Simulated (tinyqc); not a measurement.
Delta-doped layer in the Thomas-Fermi potential: one step. Filling the subbands. Three cases, with inputs chosen for the exercise.

Question. At zero temperature n_i = g m_d (mu - E_i)/(2 pi c) for E_i < mu, c = hbar^2/2m0; find mu from sum n_i = N (1e13/cm^2 = 1e-3/angstrom^2).

Constants: hbar^2/2m0 = 3.80998211 eV angstrom^2.

Give: mu; n_i in the order of the list.

Case 1.

Values chosen (out of a larger set: near those of a delta-doped layer in Ge; not measured data): N = 6.1 x 1e13/cm^2 (donor sheet density).

Subbands:
```
label  valleys g  m_d (m0)     E (eV)  rms z (angstrom)
0              4  0.289051  -0.127648            14.345
1              4  0.289051  -0.004709            80.570
```

Answer.

mu = -0.0030 eV

n_i in the order of the list (1e13/cm^2): [6.019, 0.081]

2 subbands filled in part, the lowest with 99 % of the electrons. The potential was built for a Fermi level at 0; filling its quantised levels puts mu 0.9 % of the depth below that; with so few subbands the Thomas-Fermi picture is crude, and a close match would be chance.

Case 2.

Values chosen (out of a larger set: near those of a delta-doped layer in Ge; not measured data): N = 0.71 x 1e13/cm^2 (donor sheet density).

Subbands:
```
label  valleys g  m_d (m0)     E (eV)  rms z (angstrom)
0              4  0.281132  -0.016783            35.807
```

Answer.

mu = -0.0017 eV

n_i in the order of the list (1e13/cm^2): [0.710]

1 subband filled in part, the lowest with 100 % of the electrons. The potential was built for a Fermi level at 0; filling its quantised levels puts mu 2.6 % of the depth below that; with so few subbands the Thomas-Fermi picture is crude, and a close match would be chance.

Case 3.

Values chosen (out of a larger set: near those of a delta-doped layer in Si; not measured data): N = 3.1 x 1e13/cm^2 (donor sheet density).

Subbands:
```
label  valleys g  m_d (m0)     E (eV)  rms z (angstrom)
0              2  0.191000  -0.061867             7.918
0'             4  0.417821  -0.033327            19.618
1              2  0.191000  -0.004947            34.229
```

Answer.

mu = -0.0029 eV

n_i in the order of the list (1e13/cm^2): [0.941, 2.126, 0.033]

3 subbands filled in part, the lowest with 30 % of the electrons. The potential was built for a Fermi level at 0; filling its quantised levels puts mu 1.9 % of the depth below that, which shows how nearly the two pictures agree. The fullest is 0', with 69 %.

Computed by tinyqc, one run a case: `OMP_NUM_THREADS=1 python tinyqc.py N N+1 out.jsonl` with N = 1282420, 1282702, 1282758; one thread of a shared Intel(R) Xeon(R) Processor @ 2.30GHz, about 0.1 s a run at most.
